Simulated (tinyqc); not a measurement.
As the film thickens, and with more bath resistance: electroplating on a thin resistive seed layer: kinetics, Wagner number and the terminal effect across a wafer. Computed by tinyqc, a small Python program. Command: `OMP_NUM_THREADS=1 python tinyqc.py 3120237 3120238 out.jsonl terminal walk`. One thread of a shared host (Intel(R) Xeon(R) Processor @ 2.30GHz), about 0.02 s of CPU time with the checks.

Current enters the seed at the rim. The bath is treated as a local resistance per area (no lateral flow in the liquid), two electrons per ion, molar volume 7.11 cm^3/mol, Faraday constant F = e N_A, kinematic viscosity 0.01 cm^2/s, omega = 2 pi x rpm/60; k_B T/e is in volts.

Inputs (values chosen for the exercise, of the order of those for copper plating on a thin cobalt or ruthenium seed): wafer radius R = 15 cm; seed thickness t = 60 nm; seed resistivity = 6.2 microohm cm; bath conductivity kappa = 0.31 S/cm; gap to the anode h = 11 cm; extra resistance of a porous plate = 160 ohm cm^2; exchange current density i_0 = 0.057 mA/cm^2; cathodic transfer coefficient alpha = 0.3; mean current density = 8.5 mA/cm^2; diffusivity of the metal ion = 4.8e-06 cm^2/s; metal ion concentration = 0.48 mol/L; rotation rate = 100 rpm; temperature T = 298 K.

Constants: e = 1.602176634e-19 C; N_A = 6.02214076e+23 1/mol; k_B = 8.617333262e-05 eV/K.

Method:
- Growth rate = i V_m/(2 F). Levich limit i_L = 0.62 x 2 F D^(2/3) omega^(1/2) nu^(-1/6) c. Tafel overpotential eta = (k_B T/(alpha e)) ln(i/i_0); kinetic resistance k_B T/(alpha e i); bath resistance h/kappa + plate; R_s = resistivity/t; Wagner number = kinetic resistance x kappa/R.
- Full model: seed potential phi(r) with (1/r)(r phi')' = R_s i, where i solves phi = R_b i + (k_B T/(alpha e)) ln(i/i_0) (phi being the driving voltage left at r); phi'(0) = 0 and phi'(R) = R_s i_mean R/2. Solved by collocation to a tolerance of 1e-7.
- The film is taken as uniform, with the seed resistivity; the last column adds 100 ohm cm^2 to R_b. Extra power of that plate = i^2 x 100 ohm cm^2 x area.

sheet resistance R_s = 1.03333 ohm/square

bath resistance R_b = 195.484 ohm cm^2

Edge over centre:
```
thickness (nm)  R_s (ohm/square)  as given  with 100 ohm cm^2 more
60                        1.0333    1.3033                  1.1994
90                        0.6889    1.1976                  1.1309
120                       0.5167    1.1464                  1.0974
180                       0.3444    1.0965                  1.0644
300                       0.2067    1.0574                  1.0384
600                       0.1033    1.0285                  1.0191
1200                      0.0517    1.0142                  1.0095
```

extra power = 5.1071 W

What follows from these numbers?

The ratio falls below 1.1 from 180 nm on as given, and from 120 nm on with the added resistance: what counts is R_s R^2 against the sum of kinetic and bath resistance.
